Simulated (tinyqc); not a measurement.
Capacitances against the relative permittivity between the lines.

Endless row of lines of width wl, height tl and space sl between grounded planes at distance hd; e2 fills the gaps beside the lines, e1 the rest. Laplace's equation is solved on meshes of 3, 6 and 12 steps per unit u and extrapolated (Aitken), which is good to about 0.2 %. C_even (all lines at 1 V) is the capacitance Cg to the planes; C_odd (neighbours in antiphase) = Cg + 4 Cc if only nearest neighbours couple, which defines Cc; total with quiet neighbours Cg + 2 Cc. Plate values 2 eps0 e1 wl/hd and eps0 e2 tl/sl.

Parameters, values chosen for the exercise:
```
symbol,value,unit,meaning
e1,3,,relative permittivity above and below the lines
wl,4,u,"line width, in units u"
tl,6,u,line height
sl,8,u,space between lines
hd,8,u,distance to each plane
```

Constants: eps0 = 8.8541878128e-12 F/m. Results are converted to the units shown.

The same in every row: plate Cg (aF/um) = 26.6.

Capacitances against the relative permittivity between the lines:
```
e2	Cg (aF/um)	Cc (aF/um)	Cg + 2 Cc (aF/um)	C_odd (aF/um)	plate Cc (aF/um)	share of coupling, 2 Cc/(Cg + 2 Cc) (%)
1	65.5	12.5	90.4	115	6.64	27.5
1.5	67.3	15.6	98.4	130	9.96	31.7
2	68.6	18.8	106	144	13.3	35.4
2.5	69.7	22.0	114	158	16.6	38.7
3	70.6	25.2	121	171	19.9	41.7
3.9	71.8	31.0	134	196	25.9	46.4
5	73.0	38.2	149	226	33.2	51.2
7	74.4	51.3	177	280	46.5	58.0
```

What does the table show?

As e2 goes from 1 to 7, Cg rises from 65.5 to 74.4 aF/um, Cc rises from 12.5 to 51.3 aF/um and the share of coupling rises from 27.5 to 58.0 %. Cg is 2.47 times its plate value in the first row and 2.80 times in the last; for Cc the ratios are 1.88 and 1.10. Neighbours in antiphase raise the load by a factor of 1.28 and 1.58 over quiet ones.

Computed by the program tinyqc: `OMP_NUM_THREADS=1 python tinyqc.py 2790178 2790179 out.jsonl`, one thread of a shared Intel Xeon 2.30GHz, about 1 s for the whole run.
